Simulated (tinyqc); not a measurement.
# Error from band bending against le

In A the levels shift by pb (1 - z/W)^2 for z < W. The signal from depth z is weighted by exp(-z/le)/le, so the centroid shifts by pb [1 - 2/a + (2/a^2)(1 - exp(-a))], a = W/le, and the error of iA against its value at the interface is that less pb.

Values chosen for this exercise:

| symbol | value | unit | meaning |
|---|---|---|---|
| pb | -0.53 | V | band bending in A at the interface |
| W | 27 | nm | width of the bent region |

Results:
```
le (nm)	a	centroid shift (eV)	error (meV)
0.5	54.00	-0.5107	19.27
1.9	14.21	-0.4607	69.34
4.8	5.625	-0.3749	155.1
6.2	4.355	-0.3418	188.2
7.7	3.506	-0.3113	218.7
9.1	2.967	-0.2870	243.0
10.6	2.547	-0.2644	265.6
12	2.250	-0.2462	283.8
```

Estimate the missing row, le = 3.4 nm.

Computed row:
```
le (nm)	a	centroid shift (eV)	error (meV)
3.4	7.941	-0.4133	116.7
```

With this row back in the table: The size of the error rises from 19.3 to 284 meV; for large a it is 2 |pb|/a. It is below 50 meV, a typical accuracy of the method, in 1 of the 9 rows. Heavily doped substrates and deep-probing photons need the correction.

Program tinyqc, `OMP_NUM_THREADS=1 python tinyqc.py 2410015 2410016 out.jsonl`; Intel Xeon 2.30GHz, shared host, one thread, about 0.01 s.
